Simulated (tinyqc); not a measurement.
# Worked calculation: MOS capacitor on a p-type substrate, surface potential from the exact charge relation

tinyqc, about 0.01 s, one thread, Intel Xeon 2.30GHz (shared host): `OMP_NUM_THREADS=1 python tinyqc.py 2060017 2060018 out.jsonl` Printed values are rounded.

Uniform p-type substrate, Boltzmann statistics, full ionisation, classical densities. psi is the surface potential against the body (positive when the bands bend down) and u = psi/Vt. Traps are spread evenly over the gap and neutral at flat band, so their charge is -q Dit psi; the minority quasi-Fermi level is shifted by Vb.

Parameters, values chosen for the exercise; band and dielectric values close to those of germanium: temperature T = 325 K; band gap Eg = 0.673 eV; relative permittivity eps_r = 15.8; conduction-band density of states at T Nc = 1.18e19 cm^-3; valence-band density of states at T Nv = 6.87e18 cm^-3; electron affinity chi = 3.95 eV; acceptor density of the substrate N = 2.9e17 cm^-3; relative permittivity of the gate insulator (close to silicon dioxide) eox = 3.9; insulator thickness tox = 2.3 nm; gate work function phiM = 4.14 eV; fixed charge at the interface, in units of q Nf = 0 cm^-2; density of interface traps Dit = 2e11 cm^-2 eV^-1; reverse bias of the inversion layer against the body Vb = 0 V; gate voltage against the body Vg = 1.21 V.

Constants: q = 1.602176634e-19 C, kB = 1.380649e-23 J/K, Vt = kB T/q, eps0 = 8.8541878128e-14 F/cm where lengths are in cm. Results are converted to the units shown.

Range of the model: At this gate voltage the surface density exceeds 0.3 of the band density of states, so degeneracy and confinement would lower the charge and capacitance.

## Flat band, threshold and scales

ni = sqrt(Nc Nv) exp(-Eg/(2 Vt)), Eg in volts; phiF = Vt ln(N/ni); Cox = eps0 eox/tox; Vfb = phiM - chi - (Eg - Vt ln(Nv/N)) - q Nf/Cox; Q0 = sqrt(2 eps0 eps_r q N Vt); r = (ni/N)^2 exp(-Vb/Vt); VT = Vfb + [(2 phiF + Vb)(1 + q Dit/Cox) + sqrt(2 eps0 eps_r q N (2 phiF + Vb))/Cox].

ni = 5.448922e13 cm^-3
phiF = 0.2402841 V
Cox = 1.501362 uF/cm^2
Vfb = -0.3943589 V
Q0 = 60.33929 nC/cm^2
r = 3.530410e-8
VT = 0.2629468 V

## Starting value

psi = Vg - Vfb (all of the voltage in the semiconductor).

psi at the start = 1.604359 V

## Iteration 1: Newton step for the surface potential

u = psi/Vt; F^2 = exp(-u) + u - 1 + r (exp(u) - u - 1); Qs = -sign(u) Q0 F; Cs = -dQs/dpsi = (Q0/Vt) |1 - exp(-u) + r (exp(u) - 1)|/(2 F). f = Vfb + psi + (q Dit psi - Qs)/Cox - Vg, f' = 1 + (Cs + q Dit)/Cox, psi(new) = psi - f/f'.

u = 57.28557
F = 5.167935e8
Qs = -3.118295e10 nC/cm^2
Cs = 5.567125e8 uF/cm^2
f = 2.076977e7 V
f' = 3.708049e8
psi after iteration 1 = 1.548346 V

This iterate lies far beyond the solution, so its charge is not a physical one.

## Iteration 2: Newton step for the surface potential

As before.

u = 55.28557
F = 1.901177e8
Qs = -1.147157e10 nC/cm^2
Cs = 2.048031e8 uF/cm^2
f = 7.640772e6 V
f' = 1.364115e8
psi after iteration 2 = 1.492334 V

This iterate lies far beyond the solution, so its charge is not a physical one.

## Iteration 3: Newton step for the surface potential

As before.

u = 53.28557
F = 6.994039e7
Qs = -4.220154e9 nC/cm^2
Cs = 7.534285e7 uF/cm^2
f = 2.810883e6 V
f' = 5.018299e7
psi after iteration 3 = 1.436321 V

This iterate lies far beyond the solution, so its charge is not a physical one.

## Course of the Newton iteration

Stop when the step is below 1e-10 V, or after 60 iterations.

Course of the iteration:
```
iteration  psi before the step (V)    f (V)   step (V)
1                         1.604359   2.08e7    -0.0560
2                         1.548346   7.64e6    -0.0560
3                         1.492334   2.81e6    -0.0560
4                         1.436321   1.03e6    -0.0560
5                         1.380308   3.80e5    -0.0560
6                         1.324296   1.40e5    -0.0560
7                         1.268283   5.15e4    -0.0560
8                         1.212271   1.89e4    -0.0560
9                         1.156259     6970    -0.0560
...                            ...      ...        ...
14                       0.8766623     46.6    -0.0551
15                       0.8215539     16.9    -0.0534
16                       0.7681281     6.00    -0.0489
17                       0.7192138     1.98    -0.0384
18                       0.6808578    0.540    -0.0204
19                       0.6604441   0.0855   -4.61e-3
20                       0.6558308  3.34e-3   -1.95e-4
21                       0.6556356  5.66e-6   -3.32e-7
22                       0.6556353   < 1e-5  -9.57e-13
```

Converged in 22 iterations. In 14 iterations the step is within 3 % of 2 Vt = 56.0 mV: there Qs grows as exp(|u|/2), and a Newton step on such an exponential moves psi by 2 Vt whatever the distance left.

## Charges, field and capacitances at the solution

converged psi = 0.6556353 V

u = psi/Vt; F^2 = exp(-u) + u - 1 + r (exp(u) - u - 1); Qs = -sign(u) Q0 F; Cs = -dQs/dpsi = (Q0/Vt) |1 - exp(-u) + r (exp(u) - 1)|/(2 F). Low frequency: 1/C_LF = 1/Cox + 1/(Cs + q Dit). High frequency, in the simple estimate in which traps and minority carriers do not follow: 1/C_HF = 1/Cox + 1/Cd, Cd being Cs with r = 0 at the same psi. Minority sheet density N_inv = (Q0/(2 q)) int_0^u r (exp(t) - 1)/F(t) dt for u > 0. Oxide field |Qs - q Dit psi + q Nf|/(eps0 eox).

Qs = -1403.369 nC/cm^2
N_inv = 7.071423e12 cm^-2
oxide field = 4.124885 MV/cm
Cs = 24.06283 uF/cm^2
C_LF/Cox = 0.9413444
C_HF/Cox = 0.1316182

The surface is in strong inversion (borders at |psi| = 0, phiF + Vb and 2 phiF + Vb = 0.481 V). Minority carriers make up 80.7 % of Qs.
